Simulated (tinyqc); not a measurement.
# Off-state leakage of single and stacked transistors, step by step

tinyqc, about 0.03 s, one thread, Intel Xeon 2.30GHz (shared host): `OMP_NUM_THREADS=1 python tinyqc.py 2242002 2242003 out.jsonl` Printed values are rounded.

n-channel devices of unit width. Subthreshold current I(Vg, Vs, Vd) = I0 (T/300 K)^0.5 exp[(Vg - Vs - VT(T) - gb (Vs - Vb) + dd (Vd - Vs))/(nf Vt)] (1 - exp(-(Vd - Vs)/Vt)), VT(T) = VT - cT (T - 300 K). Gate-edge tunnelling Ig (Vd/1 V) exp(ag (Vd - 1 V)), for a gate at 0 V, and band-to-band leakage Ab u exp(-Bb/u), u = Vd - Vb + 1 V, flow at a drain held at V; both are taken as independent of T. In a stack of off transistors (all gates at 0 V) the same subthreshold current passes through each.

Inputs (values chosen for the exercise); values of the order met in bulk silicon logic transistors:
- T = 358 K (temperature)
- V = 0.9 V (supply voltage)
- VT = 0.49 V (threshold at 300 K, zero drain and body bias)
- cT = 1 mV/K (fall of the threshold with temperature)
- I0 = 0.83 uA/um (current at threshold at 300 K)
- nf = 1.53 (slope factor)
- dd = 0.11 (drain-induced lowering per volt)
- gb = 0.2 (rise of the threshold per volt of source-body bias)
- Ig = 8e-6 uA/um (gate-edge tunnelling current at 1 V)
- ag = 3.7 1/V (exponential slope of the gate current)
- Ab = 90 uA/(um V) (prefactor of band-to-band leakage at the drain)
- Bb = 22 V (its exponential voltage)
- Vb = 0 V (body voltage)

Constants: q = 1.602176634e-19 C, kB = 1.380649e-23 J/K, Vt = kB T/q. Results are converted to the units shown.

## Leakage of one transistor

Vg = Vs = 0, Vd = V; effective threshold VT(T) - gb Vb - dd V.

effective threshold = 0.333 V
parts (nA/um): subthreshold 0.7825504, gate edge 0.004973287, band-to-band 1.600749
total = 2.388272 nA/um
shares (%): subthreshold 32.76638, gate edge 0.2082379, band-to-band 67.02538

The band-to-band part is the largest.

## Starting value

Vx = dd V/(1 + gb + 2 dd), the solution for Vx well above Vt, rounded to three decimals.

Vx at the start = 0.07 V

## Iteration 1: new Vx

Stack of two, Vx the node between them: I_low = I(0, 0, Vx), I_up = I(0, Vx, V), f = ln(I_up/I_low), f' = -(1 + gb + 2 dd)/(nf Vt) - 1/(Vt (exp(Vx/Vt) - 1)) - 1/(Vt (exp((V - Vx)/Vt) - 1)), Vx(new) = Vx - f/f'.

I_low = 0.1014029 nA/um
I_up = 0.1121442 nA/um
f = 0.1006837
f' = -33.82306 1/V
Vx after iteration 1 = 0.07297678 V

## Iteration 2: new Vx

As before.

I_low = 0.1031921 nA/um
I_up = 0.1032516 nA/um
f = 5.759612e-4
f' = -33.44353 1/V
Vx after iteration 2 = 0.07299400 V

## Iteration 3: new Vx

As before.

I_low = 0.1032022 nA/um
I_up = 0.1032022 nA/um
f = 1.781692e-8
f' = -33.44146 1/V
Vx after iteration 3 = 0.07299400 V

## Course of the iteration

Stop when the step is below 1e-11 V, or after 40 iterations.

Course of the iteration:
```
iteration,Vx before the step (V),step (V)
1,0.07,2.98e-3
2,0.07297678,1.72e-5
3,0.07299400,5.33e-10
4,0.07299400,< 1e-15
```

Converged in 4 iterations. The subthreshold current of the stack is 0.1032 nA/um, 7.58 times less than that of one transistor (the drain leakage is unchanged); the estimate exp[dd V (1 + gb + dd)/((1 + gb + 2 dd) nf Vt)] gives 6.92.
